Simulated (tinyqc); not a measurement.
Inside a calculation: BHZ model on a square lattice (one spin block). Values are carried at full precision from step to step, so a last printed digit may differ when a step is redone from the rounded ones.

h(k) = e0 + d.s with s the Pauli matrices in the basis (E, H), k in units of 1/a: dx = (A/a) sin kx, dy = (A/a) sin ky, dz = M - (2B/a^2)(2 - cos kx - cos ky), e0 = -(2D/a^2)(2 - cos kx - cos ky). The other spin block is h*(-k). For small k this is the continuum model with dz = M - B k^2.

Parameters, chosen for this exercise (of the size used for thin Bi2Se3 films; the results hold for these values, not for the real material):
```
symbol  value         unit           meaning
A       2.57          eV angstrom
B       -16.9         eV angstrom^2
D       -4.9          eV angstrom^2
M       0.0485        eV             mass term
a       15            angstrom       grid spacing
k       (0.18, 0.11)  1/a            wave vector
nk      40                           points along kx
```

## One k point

Form e0, d and E = e0 -/+ |d|.

e0 = 0.967 meV

dx, dy, dz (meV): 30.674  18.809  51.835

levels (meV): -62.132  64.066

## Signs of dz at the four invariant points

dz = M, M - 4B/a^2 (twice), M - 8B/a^2 at (0,0), (pi,0), (0,pi), (pi,pi). The product of the signs is (-1)^nu. C = (s00 - s0p - sp0 + spp)/2 is the Chern number of the lower band of this block, in the sense Omega = curl of i<u|grad u>.

dz (meV): (0,0) 48.50, (pi,0) 348.94, (0,pi) 348.94, (pi,pi) 649.39

nu (Z2 index) = 0
C = 0

M/B < 0: no inversion, a trivial insulator.

## Wilson loop

For each ky: x = -(1/2 pi) arg of the product of <u_j|u_(j+1)> over nk points kx = 2 pi j/nk of the lower band, folded into (-1/2, 1/2]. x is the centre of the hybrid Wannier function; minus its winding over ky from -pi to pi (followed on 61 points) is C.

Centres:
```
ky        x (a)
-3.142   0.0000
-1.500   0.0222
-0.700   0.0510
-0.350   0.0612
-0.150   0.0424
0.000    0.0000
0.150   -0.0424
0.350   -0.0612
0.700   -0.0510
1.500   -0.0222
3.142    0.0000
```

C from the winding = 0

The centre returns without winding, moving at most 0.061 of a cell on these rows.

## Checks

- Chern number from the winding against the sign formula: both 0.

Program tinyqc; command `OMP_NUM_THREADS=1 python tinyqc.py 1481151 1481152 out.jsonl`; about 0.1 s on one thread of a shared Intel(R) Xeon(R) Processor @ 2.30GHz.
